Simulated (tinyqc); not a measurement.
Free and trapped electrons in a MOS channel with a dense trap tail: two steps of the calculation.

p-type body, charge-sheet picture, full ionisation (an idealisation for deep acceptors), Boltzmann statistics for free electrons. e = Ec - EF at the surface. Acceptor-like traps of density D(E) = D0 + De exp(-E/Ew) at depth E below Ec, from 0 to Eu, hold n_t = integral of D(E)/(1 + exp((e - E)/Vt)). psi = Eg - Vt ln(Nv/Na) - e; N_dep = sqrt(2 eps0 eps_r Na (psi - Vt)/q); n_f = sqrt(N_dep^2 + 2 eps0 eps_r Vt Nc exp(-e/Vt)/q) - N_dep; Vg = Vfb + psi + q (N_dep + n_t + n_f)/Cox, Cox = eps0 eox/tox.

Inputs (values chosen for the exercise); band and dielectric values close to those of gallium nitride: temperature T = 300 K; band gap Eg = 3.35 eV; relative permittivity eps_r = 9.55; conduction-band density of states at T Nc = 2.33e18 cm^-3; valence-band density of states at T Nv = 4.52e19 cm^-3; relative permittivity of the insulator eox = 3.9; insulator thickness tox = 43 nm; acceptor density Na = 7.4e16 cm^-3; flat-band voltage without trapped charge Vfb = -2.38 V; constant background density of acceptor-like traps D0 = 1.2e10 cm^-2 eV^-1; density of the tail at the conduction edge De = 6.1e13 cm^-2 eV^-1; decay energy of the tail Ew = 0.06 eV; depth below Ec down to which the traps reach Eu = 0.57 eV; mobility of free electrons mf = 170 cm^2/(V s); Ec - EF at the surface e = -0.021 eV.

Constants: q = 1.602176634e-19 C, kB = 1.380649e-23 J/K, Vt = kB T/q, eps0 = 8.8541878128e-14 F/cm where lengths are in cm. Results are converted to the units shown.

Question 1. Trapped charge. Trapezoid rule on 14 equal steps from 0 to Eu, f = 1/(1 + exp((e - E)/Vt)).

Give: E; D(E) f; n_t.

Answer 1.

E, point 0 to 14 (eV): [0, 0.04071, 0.08143, 0.1221, 0.1629, 0.2036, 0.2443, 0.2850, 0.3257, 0.3664, 0.4071, 0.4479, 0.4886, 0.5293, 0.5700]
D(E) f, point 0 to 14 (cm^-2 eV^-1): [4.226e13, 2.835e13, 1.542e13, 7.947e12, 4.050e12, 2.062e12, 1.052e12, 5.397e11, 2.798e11, 1.478e11, 8.092e10, 4.696e10, 2.974e10, 2.100e10, 1.657e10]
n_t = 3.305e12 cm^-2

Question 2. Charges and gate voltage. psi, N_dep, n_f and Vg as defined, with the n_t given; free share n_f/(n_f + n_t); apparent mobility mf n_f/(n_f + n_t); gate voltage spent on traps q n_t/Cox.

n_t = 3.3046908e12 cm^-2

Give: psi; N_dep; n_f; Vg; free share; apparent mobility; gate voltage spent on traps.

Answer 2.

psi = 3.2052 V
N_dep = 1.5759e12 cm^-2
n_f = 4.0300e11 cm^-2
Vg = 11.366 V
free share = 10.869 %
apparent mobility = 18.478 cm^2/(V s)
gate voltage spent on traps = 6.5932 V

Program tinyqc, `OMP_NUM_THREADS=1 python tinyqc.py 2222111 2222112 out.jsonl`; Intel Xeon 2.30GHz, shared host, one thread, about 0.02 s.
